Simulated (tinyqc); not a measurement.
Charge neutrality of a doped semiconductor with incomplete ionisation: one step, computed by the program tinyqc. Command: `OMP_NUM_THREADS=1 python tinyqc.py 3007795 3007796 out.jsonl dopant walk`. One thread of a shared host (Intel(R) Xeon(R) Processor @ 2.30GHz), about 0.02 s of CPU time with the checks.

Energies are counted from the top of the valence band; E_D is measured down from the conduction band and E_A up from the valence band.

Task: Densities at the solution. n = N_c exp((E_F - E_g)/k_B T), p = N_v exp(-E_F/k_B T). N_A- = N_A/(1 + g_A exp((E_A - E_F)/k_B T)).

Inputs (values chosen for the exercise, modelled on CdTe):
```
quantity                   value   unit
acceptor density N_A     2.3e+17  cm^-3
acceptor depth E_A          0.06     eV
acceptor degeneracy g_A        4      -
temperature T                600      K
```

Doping: p-type. Statistics of the bands: Boltzmann.

Fermi level E_F (last iterate) = 0.2634375 eV

gap E_g = 1.454270 eV

N_c = 2.194175e+18 cm^-3

N_v = 3.481790e+19 cm^-3

k_B T = 0.05170400 eV

Give: majority density p; minority density n; ionised share of the acceptors; distance of E_F from the majority band edge.

Result:

majority density p = 2.1332e+17 cm^-3

minority density n = 2.1813e+08 cm^-3

ionised share of the acceptors = 0.92746

distance of E_F from the majority band edge = 0.26344 eV
